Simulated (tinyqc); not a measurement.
# Graded p-n junction, non-linear Poisson equation by Newton steps: two studies

One dimension, p side on the left, n side on the right; net doping C = (Nd - Na)/2 + ((Nd + Na)/2) tanh(x/Lg). The potential psi is counted from the intrinsic level, and the quasi-Fermi potentials are flat: 0 for holes and -V for electrons, so n = ni exp((psi + V)/Vt) and p = ni exp(-psi/Vt) (Boltzmann statistics, full ionisation, no current).

Values chosen for this exercise; band and dielectric values close to those of silicon:
```
symbol,value,unit,meaning
T,250,K,temperature
Eg,1.1,eV,band gap
eps_r,11.8,,relative permittivity
Nc,2.11e19,cm^-3,conduction-band density of states at T
Nv,2.05e19,cm^-3,valence-band density of states at T
Na,8.8e15,cm^-3,acceptor density of the p side
Nd,3.2e15,cm^-3,donor density of the n side
V,0,V,bias of the p side against the n side
Lg,350,nm,grading length
```

Constants: q = 1.602176634e-19 C, kB = 1.380649e-23 J/K, Vt = kB T/q, eps0 = 8.8541878128e-14 F/cm where lengths are in cm. Results are converted to the units shown.

Each table varies one quantity; the others keep the values above.

## Capacitance and field against bias

The Poisson equation d/dx(eps0 eps_r dpsi/dx) = -q (p - n + C) is solved on a mesh of more than 1000 nodes that ends in neutral material (psi_p = -Vt ln(Na/ni), psi_n = Vt ln(Nd/ni) - V). C_j = q d/dV of the integral of p over x, from the linearised equation. ni = sqrt(Nc Nv) exp(-Eg/(2 Vt)), Eg in volts. Depletion approximation: Vbi = Vt ln(Na Nd/ni^2), W = sqrt(2 eps0 eps_r (Vbi - V)(1/Na + 1/Nd)/q), xp = W Nd/(Na + Nd), xn = W Na/(Na + Nd), peak field 2 (Vbi - V)/W, capacitance eps0 eps_r/W. The last column applies it to an abrupt Na-Nd junction.

Capacitance and field against bias:

| V (V) | peak \|E\| (kV/cm) | C_j (nF/cm^2) | 1/C_j^2 (cm^4/uF^2) | eps0 eps_r/C_j (nm) | abrupt depletion C (nF/cm^2) |
|---|---|---|---|---|---|
| 0.11 | 12.02 | 14.27 | 4908 | 731.9 | 17.61 |
| -0.15 | 15.31 | 12.30 | 6610 | 849.5 | 14.83 |
| -0.42 | 18.31 | 11.00 | 8272 | 950.2 | 12.99 |
| -0.68 | 20.92 | 10.10 | 9811 | 1035 | 11.75 |
| -0.94 | 23.35 | 9.403 | 1.131e4 | 1111 | 10.80 |
| -1.21 | 25.70 | 8.827 | 1.284e4 | 1184 | 10.03 |
| -1.47 | 27.84 | 8.367 | 1.428e4 | 1249 | 9.420 |
| -1.74 | 29.95 | 7.963 | 1.577e4 | 1312 | 8.893 |
| -2 | 31.89 | 7.628 | 1.719e4 | 1370 | 8.461 |

What does the comparison show?

With V going from 0.11 to -2 V, C_j falls from 14.3 to 7.63 nF/cm^2 and the peak field rises from 12.0 to 31.9 kV/cm. The slope of 1/C_j^2, read as N = 2/(q eps0 eps_r |slope|), gives 1.82e15 cm^-3 between the first two rows and 2.19e15 cm^-3 between the last two, against Na Nd/(Na + Nd) = 2.35e15 cm^-3; it is not a straight line, so no single doping describes it. At the end C_j goes as (Vbi - V)^(-0.43) with Vbi = 0.744 V, and it is 9.8 % below the abrupt depletion formula (at the first row 19 % below it).

## Effect of the grading length

Same model as above.

The abrupt values quoted are those of these depletion formulas.

Effect of the grading length:

| Lg (nm) | peak \|E\| (kV/cm) | C_j (nF/cm^2) | eps0 eps_r/C_j (nm) |
|---|---|---|---|
| 44 | 20.3 | 16.6 | 630 |
| 62 | 19.6 | 16.4 | 636 |
| 88 | 18.7 | 16.2 | 647 |
| 120 | 17.7 | 15.8 | 662 |
| 180 | 16.2 | 15.1 | 694 |
| 250 | 14.8 | 14.3 | 733 |
| 350 | 13.5 | 13.3 | 785 |

As Lg grows from 44 to 350 nm, the peak field falls from 20.3 to 13.5 kV/cm and C_j falls from 16.6 to 13.3 nF/cm^2. The abrupt depletion formulas give 23.1 kV/cm and W = 643 nm; the first row's field is 12 % below that and the last row's 42 % below it. The same voltage drops over a longer distance, so the field falls.

Numbers from tinyqc (`OMP_NUM_THREADS=1 python tinyqc.py 2000021 2000022 out.jsonl`; about 0.03 s on one thread of a shared Intel Xeon 2.30GHz).
